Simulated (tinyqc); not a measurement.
From apparent density back to density n1: Hall effect and magnetoresistance of several carrier groups with constant relaxation times. Computed by tinyqc, a small Python program. Command: `OMP_NUM_THREADS=1 python tinyqc.py 3025834 3025835 out.jsonl hall2 inv`. One thread of a shared host (Intel(R) Xeon(R) Processor @ 2.30GHz), about 0.01 s of CPU time with the checks.

Group 1 has charge -e and group 2 charge +e; s_i is that sign. B lies along z; mu B is formed with mu in m^2/(V s).

Inputs (values chosen for the exercise, for a model conductor):
```
quantity            value        unit
mobility mu1        14000  cm^2/(V s)
density n2        1.5e+10      1/cm^2
mobility mu2         4700  cm^2/(V s)
magnetic field B      6.4           T
```

Carriers: electrons and holes. Densities: per area (a thin layer).

Constants: e = 1.602176634e-19 C.

Method. sigma_xx = sum n_i e mu_i/(1 + mu_i^2 B^2); sigma_xy = sum s_i n_i e mu_i^2 B/(1 + mu_i^2 B^2). rho_xx = sigma_xx/(sigma_xx^2 + sigma_xy^2); Hall coefficient R_H = sigma_xy/(B (sigma_xx^2 + sigma_xy^2)), with B in V s/cm^2 (1 T = 1e-4 V s/cm^2); magnetoresistance MR = rho_xx(B)/rho_xx(0) - 1. Apparent density 1/(e |R_H|); Hall mobility |R_H|/rho_xx.

Problem. A run gave the result below. Find the density n1, known to lie between 4.1e+10 and 9.8e+10 1/cm^2.

apparent density = 3.7811e+10 1/cm^2

Solution.

Each step takes the trial c = (a f_b - b f_a)/(f_b - f_a), f being the result less the target and a, b, c the logarithms of the listed values; c replaces end b, the old b replaces a if the sign of f changed, and otherwise f_a is halved.

Scan of the range:
```
density n1 (1/cm^2)  apparent density (1/cm^2)
4.10e+10                           2.99964e+10
4.74e+10                           3.61434e+10
5.48e+10                           4.33491e+10
6.34e+10                           5.17959e+10
7.33e+10                           6.15743e+10
8.48e+10                           7.29755e+10
9.80e+10                           8.60953e+10
```

False position (Illinois rule, in the logarithm of the input) inside the bracket:
```
step        end a        end b        trial  apparent density (1/cm^2)
1     4.74000e+10  5.48000e+10  4.90184e+10                3.77123e+10
2     5.48000e+10  4.90184e+10  4.91141e+10                3.78053e+10
3     5.48000e+10  4.91141e+10  4.91252e+10                3.78160e+10
4     4.91141e+10  4.91252e+10  4.91200e+10                3.78110e+10
5     4.91252e+10  4.91200e+10  4.91200e+10                3.78110e+10
```

Apparent density rises at every point of a 13-point scan of the range (every second point is shown), so one value fits; it is bracketed by 4.74e10 and 5.48e10. Answer: density n1 = 4.912e10 1/cm^2.
